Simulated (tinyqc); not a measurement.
Tuning the antireflection layer: standing waves and exposure in a photoresist film.

Normal incidence from air. Unexposed resist: N1 = n1 + i k1 with k1 = (A + B) lam/(4 pi), lam in micrometres. r01 = (1 - N1)/(1 + N1), t01 = 2/(1 + N1). Below the resist lie the layer Na = na + i ka and the substrate Ns = ns + i ks: r12 = (r1a + ras x)/(1 + r1a ras x), x = exp(4 pi i Na da/lam), r1a = (N1 - Na)/(N1 + Na), ras = (Na - Ns)/(Na + Ns). With p = exp(2 pi i N1 d/lam), the field at depth z is E(z) = t01 [exp(2 pi i N1 z/lam) + r12 p^2 exp(-2 pi i N1 z/lam)]/(1 + r01 r12 p^2), the relative intensity I(z) = n1 |E(z)|^2 and the reflectance R = |(r01 + r12 p^2)/(1 + r01 r12 p^2)|^2.

Parameters, chosen for this exercise (a resist on Si, indices near tabulated ones; the results hold for these values, not for the real material):
- lam = 193 nm (vacuum wavelength)
- n1 = 1.679 (resist index)
- A = 0.01 1/micrometre (bleachable absorption (Dill A))
- B = 1.11 1/micrometre (fixed absorption (Dill B))
- d = 184 nm (resist thickness)
- ns = 0.866 (substrate n)
- ks = 2.722 (substrate k)
- na = 1.821 (n of the bottom antireflection layer)
- ka = 0.315 (its k)

da takes the values listed; the contrast is (Imax - Imin)/(Imax + Imin) over the lowest period of the resist (60 depths).

Results:

| da (nm) | \|r12\|^2 | contrast |
|---|---|---|
| 0 | 0.5706 | 0.946 |
| 10 | 0.3416 | 0.851 |
| 20 | 0.1294 | 0.626 |
| 30 | 0.0670 | 0.486 |
| 40 | 0.0892 | 0.554 |
| 50 | 0.1034 | 0.551 |
| 60 | 0.0676 | 0.459 |
| 75 | 0.0046 | 0.144 |
| 90 | 0.0140 | 0.245 |
| 110 | 0.0243 | 0.279 |
| 140 | 0.0062 | 0.149 |

|r12|^2 starts at 0.5706 and is lowest, 0.0046, at 75 nm of those listed, where the contrast is 0.144 against 0.946. The contrast follows 2|r|/(1 + |r|^2), so even |r12|^2 = 0.01 leaves about 0.2. Values below 0.01 occur at 75 and 140 nm.

tinyqc: `OMP_NUM_THREADS=1 python tinyqc.py 1682737 1682738 out.jsonl`; about 0.01 s, one thread, shared Intel(R) Xeon(R) Processor @ 2.30GHz.
